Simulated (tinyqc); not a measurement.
Worked calculation: Heisenberg magnet: exchange from energy differences, ordering vector, linear spin waves and ordering temperature. Computed by tinyqc, a small Python program that keeps every step. Command: `OMP_NUM_THREADS=1 python tinyqc.py 3004130 3004131 out.jsonl magnon walk`. One thread of a shared host (Intel(R) Xeon(R) Processor @ 2.30GHz), about 0.2 s of CPU time with the checks. Intermediate numbers are printed to about 5 digits and carried at full precision; extremes and crossings named in words are read from the listed rows.

H = -sum over pairs <ij> J_ij S_i.S_j - K sum_i (S_i^z)^2, each pair once, J > 0 ferromagnetic. First neighbours: 6 at a (1, 0, 0), second: 12 at a (1, 1, 0), with all permutations and signs.

Inputs (values chosen for the exercise, for a model magnet):
```
quantity                 value      unit
exchange J1               9.33       meV
exchange J2               -1.5       meV
spin S                       2         -
single-ion anisotropy K  0.079       meV
lattice constant a        3.66  angstrom
mesh divisions n            20         -
temperature T              510         K
```

Lattice: simple cubic. Order: ferromagnetic.

wave vector q (2 pi/a): 0.32  0.23  0.21

Constants: h x 1 THz = 4.135667696 meV; k_B = 8.617333262e-05 eV/K.

## Energies of ordered states

J(q) = J1 g1(q) + J2 g2(q), g_s(q) = sum over shell s of cos(q.R). A classical spiral or collinear state of wave vector Q has the exchange energy -(S^2/2) J(Q) per site.

States, Q in 2 pi/a:
```
Q                  g1  g2  energy (meV/site)
G (0, 0, 0)         6  12             -75.96
X (0.5, 0, 0)       2  -4             -49.32
M (0.5, 0.5, 0)    -2  -4              25.32
R (0.5, 0.5, 0.5)  -6  12             147.96
```

The lowest of these is G (0, 0, 0), 26.640 meV per site below X (0.5, 0, 0).

## Back from energy differences to J1 and J2

Subtract the first row of the table from the second and third: dE = -(S^2/2)(dg1 J1 + dg2 J2), two equations for two unknowns, as in mapping total energies onto a spin model.

coefficients:
```
   J1  J2
1   8  32
2  16  32
```

energy differences (meV/site): 26.64  101.28

J1, J2 (meV): 9.33  -1.50

## Magnon energy at q

g_s(q) = sum over shell s of cos(q.R), z1 = g1(0). E(q) = S [J(0) - J(q)] + (2S - 1) K, J(q) = J1 g1 + J2 g2. The factor 2S - 1 removes the anisotropy for S = 1/2.

g1(q) = -0.10351

g2(q) = -0.51233

E(q) = 76.592 meV

frequency = 18.520 THz

## Long waves and the gap

sum R_x^2 over the shells is s1 = 2 a^2 and s2 = 8 a^2. E = gap + D q^2 with D = (S/2)(J1 s1 + J2 s2) and gap = (2S - 1) K.

stiffness D = 89.215 meV angstrom^2

gap = 0.237 meV

## Dispersion

The formulas are those given above.

Energies (meV); X = (0.5, 0, 0), M = (0.5, 0.5, 0) in 2 pi/a:
```
line  fraction of the way    E(q)  gap + D q^2
G-X                  0.10    0.89         0.89
G-X                  0.25    4.14         4.35
G-X                  0.50   13.56        16.67
G-X                  0.75   22.98        37.21
G-X                  1.00   26.88        65.97
G-M                  0.10    1.57         1.55
G-M                  0.25    9.07         8.45
G-M                  0.50   38.88        33.10
G-M                  0.75   80.68        74.19
G-M                  1.00  101.52       131.70
```

At the end of the G-X rows the long-wave form is 2.45 times the true energy. At the end of the G-M rows the long-wave form is 1.30 times the true energy. It holds to 5 % in 3 of the ten rows.

## Loss of moment

Mesh: q = sum_i (m_i + 1/2)/n b_i, m_i = 0..n-1, b = [[1, 0, 0], [0, 1, 0], [0, 0, 1]] in 2 pi/a; <..> is the mean over the mesh. n = 1/(exp(E/(k_B T)) - 1); no zero-point loss; thermal loss <n>; moment = S less the losses.

zero-point loss = 0

thermal loss = 0.76897

moment <S^z> = 1.2310

The thermal loss is 38.45 % of S. Caution: with so many magnons their interaction matters and linear theory fails.

## Ordering temperature

K left out. Mean field: k_B T = S (S + 1) J(Q)/3 at the ordering vector Q; random-phase (Tyablikov): k_B T = [S (S + 1)/3] / <1/(J(Q) - J(q))>; Curie-Weiss theta = S (S + 1) J(0)/(3 k_B).

mean-field ordering temperature = 881.48 K

random-phase ordering temperature = 428.86 K

Curie-Weiss temperature = 881.48 K

The random-phase value is 0.49 of mean field, since it weights the soft long waves (a harmonic mean of J(Q) - J(q) in place of the arithmetic one); on this mesh it lies slightly high.

Checks made by the program: the long-wave formula against the dispersion (relative difference 3e-06).
